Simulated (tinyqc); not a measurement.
MOS structure on a p-type body with a surface-enhanced doping, non-linear Poisson equation by Newton steps: one step of the calculation.

One dimension, insulator interface at x = 0, acceptor density Na + N0 exp(-x/Ls), net doping C = -(acceptor density). psi is counted from the intrinsic level: n = ni exp((psi - Vb)/Vt), p = ni exp(-psi/Vt); deep in the body psi_b = -Vt ln(Na/ni). The gate acts through Cox = eps0 eox/tox and has the potential psi_G = Vg - (phiM - chi - Vt ln(Nc/ni)). Boltzmann statistics, full ionisation, classical densities, no oxide or interface charge.

Problem. Converged densities and sheet charges. n and p as above; box widths w_i (half boxes at both ends); band bending psi_0 - psi_b; N_inv = sum w n; N_dep = -sum w (p + C); centroid sum w n x/N_inv; gate charge Cox (psi_G - psi_0)/q.

Parameters, values chosen for the exercise; band and dielectric values close to those of silicon:
- T = 300 K (temperature)
- Eg = 1.13 eV (band gap)
- Nc = 2.8e19 cm^-3 (conduction-band density of states at T)
- Nv = 2.61e19 cm^-3 (valence-band density of states at T)
- chi = 4.09 eV (electron affinity)
- eox = 7.34 (relative permittivity of the gate insulator (close to silicon nitride))
- tox = 5.1 nm (insulator thickness)
- phiM = 4.53 eV (gate work function)
- Vb = 0 V (electron quasi-Fermi potential against the body)
- Vg = 1.29 V (gate voltage against the body)

Constants: q = 1.602176634e-19 C, kB = 1.380649e-23 J/K, Vt = kB T/q, eps0 = 8.8541878128e-14 F/cm where lengths are in cm. Results are converted to the units shown.

x, node 0 to 13 (nm): [0, 0.5, 1.3, 2.56, 4.57, 7.77, 12.8, 20.9, 33.8, 54.2, 86.7, 138, 221, 351]
converged psi, node 0 to 13 (V): [0.59618655, 0.56384543, 0.53278489, 0.49979359, 0.45940858, 0.40412773, 0.32594864, 0.21504140, 0.06686581, -0.11620517, -0.30942081, -0.40146589, -0.40888500, -0.40910112]
net doping C, node 0 to 13 (cm^-3): [-3.15e17, -3.0775414e17, -2.9659504e17, -2.8005046e17, -2.5606953e17, -2.2328577e17, -1.8274482e17, -1.3811614e17, -9.9234216e16, -7.5311148e16, -6.6524187e16, -6.5074557e16, -6.5000565e16, -6.5000000e16]
ni = 8.7159960e9 cm^-3

Give: n; p; band bending; N_inv; N_dep; centroid of the electrons; gate charge over q.

Solution.

n, node 0 to 13 (cm^-3): [9.033e19, 2.585e19, 7.775e18, 2.170e18, 4.550e17, 5.362e16, 2.606e15, 3.572e13, 1.158e11, 9.731e7, 5.524e4, 1570, 1179, 1169]
p, node 0 to 13 (cm^-3): [0.8411, 2.939, 9.771, 35.01, 167.0, 1417, 2.915e4, 2.127e6, 6.562e8, 7.807e11, 1.375e15, 4.838e16, 6.446e16, 6.500e16]
band bending = 1.005 V
N_inv = 5.237e12 cm^-2
N_dep = 1.283e12 cm^-2
centroid of the electrons = 0.6732 nm
gate charge over q = 6.520e12 cm^-2

N_inv + N_dep is within 0.01 % of the gate charge.

Computed by the program tinyqc: `OMP_NUM_THREADS=1 python tinyqc.py 2080096 2080097 out.jsonl`, one thread of a shared Intel Xeon 2.30GHz, about 0.3 s for the whole run.
